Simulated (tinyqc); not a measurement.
Switching kinetics of a ferroelectric film and the memory window of a ferroelectric gate stack: one step, computed by the program tinyqc. Command: `OMP_NUM_THREADS=1 python tinyqc.py 3019897 3019898 out.jsonl feswitch walk`. One thread of a shared host (Intel(R) Xeon(R) Processor @ 2.30GHz), about 0.02 s of CPU time with the checks.

Fields in MV/cm; 1 microcoulomb/cm^2 over eps_0 is 11.29409 MV/cm. In the stack (metal, ferroelectric, interlayer, channel) the channel is taken as a conductor.

Problem. Switched share after the pulse. Merz's law: t1 = t_inf exp[(E_a/E)^alpha] at the mean of the fields before and after switching. NLS: switched share = integral of [1 - exp(-(t/tau)^n)] F(z) dz over z = log10 tau, with the Lorentzian F = (1/pi) w/[(z - log10 t1)^2 + w^2].

Inputs (values chosen for the exercise, for a model hafnia-based film):
```
quantity                             value   unit
time constant t_inf                4.3e-10      s
activation field E_a                   7.3  MV/cm
Merz exponent alpha                      2      -
dimension n                              2      -
half width w of log10 t               0.69      -
pulse length t_p                   4.2e-06      s
breakdown field of the interlayer       11  MV/cm
```

Kinetics: nucleation-limited (NLS).

E_F before switching = 6.069777 MV/cm

E_F after switching = 4.582434 MV/cm

Give: mean field; switching time t1; switched share.

Solution.

mean field = 5.326 MV/cm

switching time t1 = 2.814e-09 s

switched share = 0.9340

t_p is 1500 t1. A field higher by 10 % would shorten t1 by a factor 1.4. The step approximation 1/2 + arctan[log10(t_p/t1)/w]/pi gives 0.932. Caution: the interlayer field exceeds its breakdown field, so charge injection would change the fields.
